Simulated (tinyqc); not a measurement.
Capacitance of parallel on-chip lines from Laplace's equation on a mesh: two steps of the calculation.

Cross-section of an endless row of equal lines between two grounded planes; neighbours are driven in antiphase (+1 V and -1 V), so the plane midway between two lines is at 0 V. By symmetry one quarter is solved: x runs from the centre of a line (column 0, mirror) to that midplane (column 4, 0 V), y from the mid-height of the line (row 0, mirror) to the ground plane (row 3, 0 V). The line fills columns 0 to 2 and rows 0 to 1 at 1 V. Cells beside the line (below row 1) have e2, cells above have e1. Each link between nodes has the conductance g = mean permittivity of the two cells beside it (a cell beyond a mirror counts as 0), and the free nodes obey sum g (V_neighbour - V) = 0.

Values chosen for this exercise: relative permittivity above and below the lines e1 = 3.9; relative permittivity between the lines e2 = 2.4; over-relaxation factor om = 1.

Task 1. Link conductances. gx[j, i] joins node (row j, column i) to column i + 1, gy[j, i] to row j + 1.

Give: gx; gy.

Result 1.

gx:
```
       col 0  col 1  col 2  col 3
row 0  1.200  1.200  1.200  1.200
row 1  3.150  3.150  3.150  3.150
row 2  3.900  3.900  3.900  3.900
row 3  1.950  1.950  1.950  1.950
```

gy:
```
       col 0  col 1  col 2  col 3  col 4
row 0  1.200  2.400  2.400  2.400  1.200
row 1  1.950  3.900  3.900  3.900  1.950
row 2  1.950  3.900  3.900  3.900  1.950
```

Task 2. Relaxation sweep. One sweep visits the free nodes row by row from row 0, left to right, and replaces V by V + om (weighted mean of the neighbours - V), using new values at once.

V after sweep 1 (V):
```
           col 0      col 1      col 2      col 3      col 4
row 0  1.0000000  1.0000000  1.0000000  0.2500000  0.0000000
row 1  1.0000000  1.0000000  1.0000000  0.2976190  0.0000000
row 2  0.2500000  0.3125000  0.3281250  0.1564360  0.0000000
row 3  0.0000000  0.0000000  0.0000000  0.0000000  0.0000000
```

gx:
```
       col 0  col 1  col 2  col 3
row 0    1.2    1.2    1.2    1.2
row 1   3.15   3.15   3.15   3.15
row 2    3.9    3.9    3.9    3.9
row 3   1.95   1.95   1.95   1.95
```

gy:
```
       col 0  col 1  col 2  col 3  col 4
row 0    1.2    2.4    2.4    2.4    1.2
row 1   1.95    3.9    3.9    3.9   1.95
row 2   1.95    3.9    3.9    3.9   1.95
```

Wanted: V after sweep 2.

Result 2.

V after sweep 2 (V):
```
        col 0   col 1   col 2   col 3   col 4
row 0  1.0000  1.0000  1.0000  0.3988  0.0000
row 1  1.0000  1.0000  1.0000  0.3744  0.0000
row 2  0.4062  0.4336  0.3975  0.1930  0.0000
row 3  0.0000  0.0000  0.0000  0.0000  0.0000
```

Numbers from tinyqc (`OMP_NUM_THREADS=1 python tinyqc.py 2790209 2790210 out.jsonl`; about 0.5 s on one thread of a shared Intel Xeon 2.30GHz).
